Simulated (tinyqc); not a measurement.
The window in starting coverage: bottom-up copper filling of a trench by curvature-enhanced accelerator coverage. Computed by tinyqc, a small Python program. Command: `OMP_NUM_THREADS=1 python tinyqc.py 3029104 3029105 out.jsonl superfill walk`. One thread of a shared host (Intel(R) Xeon(R) Processor @ 2.30GHz), about 0.06 s of CPU time with the checks.

A rectangular trench keeps vertical walls and a flat floor. An accelerator floats on the surface; where area is lost in the corners it is passed on to the floor.

Inputs (values chosen for the exercise, close to those used for damascene copper plating): trench width w = 47 nm; aspect ratio h/w = 1.5; exchange current of the suppressed surface i_0 = 0.034 mA/cm^2; exchange current of the accelerated surface i_1 = 1.4 mA/cm^2; transfer coefficient alpha = 0.54; overpotential eta = 0.14 V; adsorption rate k_a = 0.00022 1/s; cupric ion concentration C = 0.38 mol/l; diffusivity D = 4.9e-06 cm^2/s; boundary layer delta = 28 um; temperature T = 298 K.

Constants: e = 1.602176634e-19 C; N_A = 6.02214076e+23 1/mol; k_B = 8.617333262e-05 eV/K.

Method. Kinetic current i_k = [i_0 (1 - theta) + i_1 theta] exp(alpha eta/(k_B T)), limit i_L = 2 F D C/delta, i = 1/(1/i_k + 1/i_L); velocity v = i Omega/(2F), Omega = 7.11 cm^3/mol, F = e N_A. Depletion inside the trench is ignored. Half width x, floor height y, depth h = aspect ratio x w. dx/dt = -v_s, dy/dt = v_b. d theta_b/dt = k_a (1 - theta_b) + [theta_s v_b + theta_b v_s]/x: the floor takes the accelerator of the wall it covers and keeps its own as it narrows. d theta_s/dt = k_a (1 - theta_s). theta_b is capped at 1. Integrate (tolerance 1e-9) until the walls meet (x = 0.02 w/2) or the floor passes the original mouth y = h. Start: x = w/2, y = 0, theta_b = theta_s = theta_0. Height filled = y/h, opening left = x/(w/2).

Outcome:
```
theta_0  v(1)/v(theta_0)  height filled  opening left  time (s)
0.001             32.964         0.8888       0.02000    71.890
0.003             30.612         0.9652       0.02000    68.603
0.010             24.505         1.0000       0.04864    57.371
0.020             19.084         1.0000       0.08484    45.643
0.050             11.508         1.0000       0.13214    27.859
0.100              6.970         1.0000       0.11277    17.666
0.200              3.947         0.9111       0.02000    11.154
0.400              2.170         0.6213       0.02000     6.152
0.800              1.201         0.3885       0.02000     3.408
```

The fill succeeds for theta_0 from 0.01 to 0.1 among these rows, with the widest margin at 0.05. Too little accelerator takes too long to concentrate. Too much speeds the walls as well and removes the contrast.
